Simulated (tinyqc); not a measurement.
Pariser-Parr-Pople SCF with singles CI, for the molecule N=Cc1ccccc1 (SMILES; centres numbered as the heavy atoms are written), step by step. One step of it, computed by the program tinyqc.

Task: Iteration 1: orbitals and new P. Diagonalise F (the basis is taken as orthonormal) and form P = 2 sum c c over the lowest orbitals.

F (eV):
```
           1N         2C         3C         4C         5C         6C         7C         8C
1N  -7.950000  -6.045936   0.000000   0.458205   0.000000  -0.276072   0.000000   0.584713
2C  -6.045936  -5.595000  -3.894046   0.000000   0.085843   0.000000   0.085830   0.000000
3C   0.000000  -3.894046  -5.595000  -4.703310   0.000000   0.706750   0.000000  -4.702278
4C   0.458205   0.000000  -4.703310  -5.595000  -4.951038   0.000000   0.751318   0.000000
5C   0.000000   0.085843   0.000000  -4.951038  -5.595000  -4.879859   0.000000   0.751372
6C  -0.276072   0.000000   0.706750   0.000000  -4.879859  -5.595000  -4.879348   0.000000
7C   0.000000   0.085830   0.000000   0.751318   0.000000  -4.879348  -5.595000  -4.951038
8C   0.584713   0.000000  -4.702278   0.000000   0.751372   0.000000  -4.951038  -5.595000
```

pi electrons, sum of z_r less the charge = 8

Give: orbital energies; P after iteration 1.

Result:

orbital energies (eV): -15.074  -13.427  -11.299  -10.901  -1.556  0.108  1.298  3.736

P after iteration 1:
```
        1N      2C      3C      4C      5C      6C      7C      8C
1N   1.200   0.915  -0.022  -0.214   0.004   0.164   0.005  -0.225
2C   0.915   0.840   0.359   0.050  -0.040  -0.041  -0.030   0.051
3C  -0.022   0.359   1.004   0.621  -0.001  -0.313  -0.001   0.622
4C  -0.214   0.050   0.621   0.983   0.678   0.014  -0.325  -0.017
5C   0.004  -0.040  -0.001   0.678   1.000   0.660   0.000  -0.322
6C   0.164  -0.041  -0.313   0.014   0.660   0.988   0.662   0.014
7C   0.005  -0.030  -0.001  -0.325   0.000   0.662   1.000   0.675
8C  -0.225   0.051   0.622  -0.017  -0.322   0.014   0.675   0.983
```
